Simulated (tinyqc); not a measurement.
Worked calculation: Fermi-Dirac statistics of conduction electrons. Values are carried at full precision from step to step, so a last printed digit may differ when a step is redone from the rounded ones.

Constants: hbar^2/2m0 = 3.80998211 eV angstrom^2; kB = 8.617333262e-05 eV/K; e^2/(4 pi eps0) = 14.39964547 eV angstrom.

Inputs chosen for the exercise (near those of GaAs, lowest valleys alone; not measured data): m = 0.0656 m0 (density-of-states mass of the conduction band); T = 200 K; n = 1.3e+17 1/cm^3 (electron density); eps = 12.6 (static dielectric constant); alpha = 0.59 1/eV (non-parabolicity).

## Reduced density

N = 2 (m kB T/(4 pi c))^(3/2) with c = hbar^2/2m0, in 1/angstrom^3; times 1e24 for 1/cm^3; u = n/Nc.

kT = 0.017235 eV
Nc = 2.2950e+17 1/cm^3
u = n/Nc = 0.56644

## Reduced Fermi level by five rules

F_j(eta) = (1/Gamma(j + 1)) integral_0^infinity x^j dx/(1 + exp(x - eta)), which tends to exp(eta) for eta << 0.

With u = n/Nc: Boltzmann eta = ln u; Joyce-Dixon eta = ln u + u/sqrt(8) - 4.95009e-3 u^2 + 1.48386e-4 u^3 - 4.42563e-6 u^4; Nilsson eta = ln u/(1 - u^2) + v/(1 + (0.24 + 1.08 v)^-2) with v = (3 sqrt(pi) u/4)^(2/3); fully degenerate limit eta = v; exact: F_1/2(eta) = u.

Find eta = (EF - Ec)/kT by each rule.

eta: Boltzmann -0.568, Joyce-Dixon -0.370, Nilsson -0.371, degenerate 0.828, exact -0.370

Against the exact value the errors are Boltzmann -0.199, Joyce-Dixon 0.000, Nilsson -0.002, degenerate limit +1.197 (in kT).

## Exact eta by Newton steps

Solve ln F_1/2(eta) = ln u from the Boltzmann value; dF_1/2/d eta = F_-1/2, so the step is -ln(F_1/2/u) F_1/2/F_-1/2. Stop below 1e-9.

Newton steps:

| step | eta | F_1/2 | F_-1/2 | step taken |
|---|---|---|---|---|
| 1 | -0.568387 | 0.478768 | 0.410238 | 0.196 |
| 2 | -0.372146 | 0.565274 | 0.472333 | 0.00246 |
| 3 | -0.369683 | 0.566438 | 0.473148 | 4.11e-07 |
| 4 | -0.369683 | 0.566438 | 0.473148 | 1.16e-14 |

Converged in 4 steps.

## Mean energy, Einstein relation and screening

eta = -0.36968

Mean kinetic energy <E> = (3/2) kT F_3/2/F_1/2; D/mu = (kT/e) F_1/2/F_-1/2; dn/dEF = (Nc/kT) F_-1/2; screening length L = (4 pi (e^2/(4 pi eps0)) (dn/dEF)/eps)^(-1/2), with dn/dEF in 1/(angstrom^3 eV) (1/cm^3 = 1e-24/angstrom^3).

F_-1/2, F_1/2, F_3/2: 0.4731  0.5664  0.6226

<E> = 28.41 meV
D/mu = 20.63 mV
dn/dEF = 6.301e+18 1/(cm^3 eV)
L = 105.1 angstrom

EF lies within 2 kT of the edge. D/mu is 1.197 times kT/e and <E> is 1.099 times (3/2) kT; the Debye formula, with n/kT in place of dn/dEF, would give L = 96.08 angstrom.

## Fermi level in the non-parabolic band

Non-parabolic band E (1 + alpha E) = c k^2/m: n = Nc (2/sqrt(pi)) integral_0^infinity sqrt(x (1 + a x)) (1 + 2 a x) dx/(1 + exp(x - eta)) with a = alpha kT and eta = (EF - Ec)/kT; a = 0 gives n = Nc F_1/2(eta).

Solve for eta at the same n.

a = 0.01017
eta = -0.419
EF - Ec = -7.22 meV

The extra states lower EF by 0.85 meV against the parabolic band.

## Checks

- Non-parabolic integral at a = 0 against F_1/2(2): both 2.823721.
- F_1/2(40) against the Sommerfeld form (4/(3 sqrt(pi))) eta^(3/2) (1 + pi^2/(8 eta^2)): both 190.45.

Program tinyqc; command `OMP_NUM_THREADS=1 python tinyqc.py 1652476 1652477 out.jsonl`; about 0.01 s on one thread of a shared Intel(R) Xeon(R) Processor @ 2.30GHz.
